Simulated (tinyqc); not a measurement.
Configuration-coordinate model of a defect: Huang-Rhys factor and luminescence line shape: one step, computed by the program tinyqc.

Ground state E_g(Q) = (1/2) omega_g^2 Q^2; excited state E_e(Q) = E_0 + (1/2) omega_e^2 (Q - dQ)^2 with omega_e = omega_g and E_0 = E_ZPL. Q is mass-weighted; the dipole does not depend on Q (Condon approximation).

Problem. Crossing, radiative lifetime and thermal quenching. The curves cross at the root Q_c nearest dQ; the barrier is (1/2) omega_e^2 (Q_c - dQ)^2, with (1/2) omega^2 = (hbar omega)^2/(2 hbar^2/u). k_r = n_r omega^3 mu^2/(3 pi eps_0 hbar c^3) at the vertical emission energy, without local-field correction; k_nr = nu_0 exp(-barrier/k_B T) (Mott-Seitz); yield = k_r/(k_r + k_nr); T_1/2 = barrier/(k_B ln(nu_0/k_r)).

Inputs (values chosen for the exercise, for a model defect): zero-phonon energy E_ZPL = 1.01 eV; displacement dQ = 0.451 u^(1/2) angstrom; ground-state phonon hbar omega_g = 55.8 meV; temperature T = 300 K; refractive index n_r = 3.35; transition dipole mu = 2.5 e angstrom; quenching prefactor nu_0 = 3e+11 1/s.

Modes: equal frequencies in both states.

vertical emission energy = 0.9342472 eV

Constants: hbar^2/u = 4.18015928e-03 eV angstrom^2; hbar = 6.582119569e-16 eV s; e = 1.602176634e-19 C; eps_0 = 8.8541878128e-12 F/m; hbar = 1.054571817e-34 J s; c = 299792458 m/s; k_B = 8.617333262e-05 eV/K.

Give: Q_c; classical barrier; radiative lifetime; luminescence yield; quenching temperature T_1/2.

Solution.

Q_c = 3.232 u^(1/2) angstrom

classical barrier = 2.880 eV

radiative lifetime = 15.43 ns

luminescence yield = 1

quenching temperature T_1/2 = 3960 K

The barrier is so high that this route does not halve the yield below 1000 K. Caution: the curves cross far outside the range of the harmonic model, so the barrier and T_1/2 have no quantitative meaning.
